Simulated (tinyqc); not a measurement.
p-type polysilicon, carrier trapping at grain boundaries: one step of the calculation.

One-dimensional grains of size Lg, uniform ionised doping N, monovalent traps Qt at each boundary at a depth Et below (for electrons) or above (for holes) the band edge there, abrupt depletion of width W on each side of a boundary, Boltzmann statistics. xi is the distance from the band edge at the grain centre to the Fermi level. Trapped charge Qt/(1 + exp((xi + VB - Et)/Vt)) = 2 N W, barrier VB = q N W^2/(2 eps0 eps_r).

Problem. Depletion width, Fermi level and barrier. If the trap equation with xi = Vt ln(NB/N) has a root W < Lg/2, the grain is partly depleted; otherwise W = Lg/2 and the trap equation gives xi = Et - VB + Vt ln(Qt/(N Lg) - 1). N* = Qt/Lg.

Inputs (values chosen for the exercise); values of the order met in polycrystalline silicon: temperature T = 300 K; relative permittivity eps_r = 11.7; valence-band density of states at T NB = 2.65e19 cm^-3; grain size Lg = 17 nm; trap density of a grain boundary Qt = 2e12 cm^-2; depth of the trap level from the majority band edge at the boundary Et = 0.33 eV; doping N = 7.4e18 cm^-3.

Constants: q = 1.602176634e-19 C, kB = 1.380649e-23 J/K, Vt = kB T/q, eps0 = 8.8541878128e-14 F/cm where lengths are in cm. Results are converted to the units shown.

Give: N*; W; xi; VB; share of traps filled.

Solution.

N* = 1.176e18 cm^-3
W = 1.351 nm
xi = 0.03298 V
VB = 0.01045 V
share of traps filled = 1.000

N is 6.29 N*, and the grain is partly depleted; VB = 0.404 Vt.

Program tinyqc, `OMP_NUM_THREADS=1 python tinyqc.py 2830115 2830116 out.jsonl`; Intel Xeon 2.30GHz, shared host, one thread, about 0.01 s.
